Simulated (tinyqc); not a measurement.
Haynes-Shockley experiment: drift, diffusion and decay of a minority-carrier pulse: one step, computed by the program tinyqc.

A thin sheet of excess carriers is made at x = 0, t = 0 in a long uniform bar; injection is low, so the pulse moves with the minority mobility.

Problem. The signal at the collector. dn(x, t) = N0/sqrt(4 pi D t) exp(-(x - v t)^2/(4 D t) - t/tau). At fixed x the signal peaks where d ln(dn)/dt = 0: a t^2 + t/2 - x^2/(4 D) = 0 with a = v^2/(4 D) + 1/tau. The full width at half maximum is found by solving dn(x, t) = peak/2 on both sides of the peak.

Inputs (values chosen for the exercise, modelled on electrons in p-type germanium in a lightly doped bar):
```
quantity                       value         unit
lifetime tau                     160  microsecond
temperature T                    300            K
distance d to the collector     0.25           cm
injected sheet density N0    2.1e+09       1/cm^2
```

drift velocity v = 123300 cm/s

D = 106.2517 cm^2/s

Give: time of the peak t_p; peak density; width at half maximum.

Solution.

time of the peak t_p = 2.0204 microsecond

peak density = 3.9889e+10 1/cm^3

width at half maximum = 0.39549 microsecond
